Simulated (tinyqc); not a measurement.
# One-dimensional ballistic tunnel FET, two-band WKB: transfer curve and swing

A p-type source for x < 0 with its Fermi level at 0 and its valence edge at ds; in the channel the bands fall as D exp(-x/lam) towards their flat values, with the conduction edge at Ec = ds - dP and D = dP + Eg. The gate moves dP one to one. The drain Fermi level lies at -Vd and the drain side reflects nothing. For w = E - Ec between 0 and dP an electron crosses the gap. Two-band dispersion with equal masses m: inside the gap kappa = sqrt(m u (1 - u/Eg)/C), u the distance from a band edge, C = hbar^2/(2 m0).

S(w) = 2 lam int_0^Eg kappa(u) du/(w + Eg - u) = 2 pi lam sqrt(m/(C Eg)) [w + Eg/2 - sqrt(w (w + Eg))], T(w) = exp(-S). I = g (2 q^2/h) int_0^dP T(w) [f(E) - f(E + Vd)] dw, E = ds - dP + w, f(x) = 1/(1 + exp(x/Vt)). Swing = d(dP)/d(log10 I).

Inputs (values chosen for the exercise); band and dielectric values close to those of gallium arsenide: temperature T = 200 K; band gap Eg = 1.44 eV; band-edge mass of the two-band model m = 0.068 m0; screening length of the source junction lam = 3.9 nm; source valence edge above the source Fermi level ds = 0.08 eV; drain bias Vd = 0.3 V; number of degenerate subbands (spin apart) g = 1.

Constants: q = 1.602176634e-19 C, kB = 1.380649e-23 J/K, hbar = 1.054571817e-34 J s, h = 6.62607015e-34 J s, m0 = 9.1093837015e-31 kg, Vt = kB T/q, hbar^2/(2 m0) = 0.0380998212 eV nm^2. Results are converted to the units shown.

Result of one run:
```
dP (eV),T(w = dP),I (uA),swing (mV/decade)
0.023,2.346e-7,2.315e-9,17.44
```

What becomes of these results when the tunnelling window Ev(source) - Ec(channel) dP is changed from 0.023 to 0.13 eV, all else the same?

Result of the changed run:
```
dP (eV),T(w = dP),I (uA),swing (mV/decade)
0.13,1.914e-5,4.262e-6,52.80
```

The whole series:
```
dP (eV),T(w = dP),I (uA),swing (mV/decade)
0.0096,5.668e-8,2.326e-10,9.690
0.015,1.102e-7,6.928e-10,13.16
0.023,2.346e-7,2.315e-9,17.44
0.035,5.582e-7,9.197e-9,22.66
0.055,1.642e-6,5.378e-8,29.49
0.085,5.347e-6,4.197e-7,38.03
0.13,1.914e-5,4.262e-6,52.80
0.2,7.680e-5,4.981e-5,81.02
0.31,3.336e-4,5.752e-4,130.8
0.48,0.001434,0.005794,218.1
```

I rises from 2.33e-10 to 0.00579 uA and the swing rises from 9.69 to 218 mV/decade. The thermionic limit is Vt ln 10 = 39.7 mV/decade; the swing stays under it up to dP = 0.085 eV among the rows, where I is 4.20e-7 uA, 0.0072 % of the last row. Leakage below the onset is not in the model.

Program tinyqc, `OMP_NUM_THREADS=1 python tinyqc.py 2620073 2620074 out.jsonl`; Intel Xeon 2.30GHz, shared host, one thread, about 0.01 s.
